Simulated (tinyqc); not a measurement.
Inside a calculation. Model: Schottky diode by thermionic emission with image-force lowering and series resistance.

Numbers from tinyqc (`OMP_NUM_THREADS=1 python tinyqc.py 2640008 2640009 out.jsonl`; about 0.01 s on one thread of a shared Intel Xeon 2.30GHz). Printed values are rounded.

Metal on an n-type semiconductor with one parabolic valley; V > 0 is forward bias (metal positive). I = I0 [exp(Vj/(n Vt)) - 1] with Vj = V - I Rs; I0 = S A* T^2 exp(-(phi - dphi)/Vt), the lowering dphi taken at zero bias.

Values chosen for this exercise; band and dielectric values those of a made-up semiconductor:
```
symbol   value   unit                             meaning
T          300      K                         temperature
me       0.224     m0                       electron mass
eps_r     10.9                      relative permittivity
phi        1.1     eV  barrier height seen from the metal
Nd        2e15  cm^-3                       donor density
S       0.0024   cm^2                                area
n         1.06                            ideality factor
Rs          13    ohm                   series resistance
V         1.69      V                        applied bias
```

Constants: q = 1.602176634e-19 C, kB = 1.380649e-23 J/K, h = 6.62607015e-34 J s, m0 = 9.1093837015e-31 kg, Vt = kB T/q, eps0 = 8.8541878128e-14 F/cm where lengths are in cm. Results are converted to the units shown.

## Saturation current

A* = 4 pi q me m0 kB^2/h^3 (times 1e-4 for A/(cm^2 K^2)); Nc = 2 (2 pi me m0 kB T/h^2)^1.5 (times 1e-6 for cm^-3); xi = Vt ln(Nc/Nd), Vbi = phi - xi; surface field Em = sqrt(2 q Nd (Vbi - V - Vt)/(eps0 eps_r)); dphi = sqrt(q Em/(4 pi eps0 eps_r)). Here V = 0 in Em.

A* = 26.9188 A/(cm^2 K^2)
Nc = 2.66038e18 cm^-3
Vbi = 0.914045 V
Em = 24.2857 kV/cm
dphi = 17.9118 meV
I0 = 3.85680e-15 A

The lowering raises I0 by a factor of 2.00.

## Iteration 1: junction voltage

Vj at the start = 1.69 V

Newton step for g(Vj) = Vj + Rs I0 [exp(Vj/(n Vt)) - 1] - V = 0: Vj(new) = Vj - g/g', g' = 1 + Rs I0 exp(Vj/(n Vt))/(n Vt).

Vj after iteration 1 = 1.66260 V

## Iteration 2: junction voltage

As before.

Vj after iteration 2 = 1.63519 V

## Course of the iteration

Stop when Vj changes by less than 1e-10 V, or after 50 iterations.

Course of the iteration:
```
iteration    Vj (V)  change (V)
1           1.66260      0.0274
2           1.63519      0.0274
3           1.60779      0.0274
4           1.58039      0.0274
5           1.55298      0.0274
6           1.52558      0.0274
7           1.49818      0.0274
8           1.47078      0.0274
9           1.44337      0.0274
...             ...         ...
28         0.923278      0.0270
29         0.896885      0.0264
30         0.872212      0.0247
31         0.851694      0.0205
32         0.839067      0.0126
33         0.835196     3.87e-3
34         0.834905     2.91e-4
35         0.834903     1.51e-6
36         0.834903    4.04e-11
```

Converged in 36 iterations.

## Current and small-signal resistance

converged Vj = 0.834903 V

I = I0 [exp(Vj/(n Vt)) - 1], dV/dI = Rs + n Vt/(I + I0).

I = 65.7767 mA
drop over Rs = 0.855097 V
dV/dI = 13.4166 ohm
